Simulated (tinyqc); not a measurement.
Gas flow in a process chamber: flow regimes, conductance, effective pumping speed, pump-down, outgassing and purge: one step, computed by the program tinyqc.

Ideal gas, isothermal flow, a pump of constant speed at the end of a round pipe; process gas, volume gas and outgassing are given the same properties. 1 sccm = 101325 Pa x 1e-6 m^3/60 s x T/273.15 K.

Problem. Molecular flow. Mean speed c = sqrt(8 k_B T/(pi m)); aperture conductance C_a = c pi d^2/16; molecular pipe C_m = C_a/(1 + 3 l/(4 d)) (Dushman form); viscous pipe C_v = pi d^4 p_mean/(128 eta l); Knudsen interpolation C = C_v + C_m (1 + x)/(1 + 1.24 x), x = d p_mean sqrt(m/(k_B T))/eta. Effective speed 1/S_eff = 1/S + 1/C_m; time constant V/S_eff; pressure at which the free path k_B T/(sqrt2 pi d_m^2 p) equals d.

Inputs (values chosen for the exercise, modelled on water vapour near room temperature):
```
quantity            value   unit
molar mass M        18.02  g/mol
molecular diameter   0.46     nm
temperature T         300      K
chamber volume V       83      L
pipe diameter d       6.3     cm
pipe length l         170     cm
pump speed S           62    L/s
```

Constants: k_B = 1.380649e-23 J/K; u = 1.6605390666e-27 kg.

Give: mean speed c; C_a; C_m; S_eff in molecular flow; time constant; pressure where the free path equals d.

Solution.

mean speed c = 593.7 m/s

C_a = 462.7 L/s

C_m = 21.79 L/s

S_eff in molecular flow = 16.12 L/s

time constant = 5.149 s

pressure where the free path equals d = 0.06993 Pa

The pipe passes on 26 % of the pump speed; a larger pump would gain little, since S_eff cannot exceed C_m.
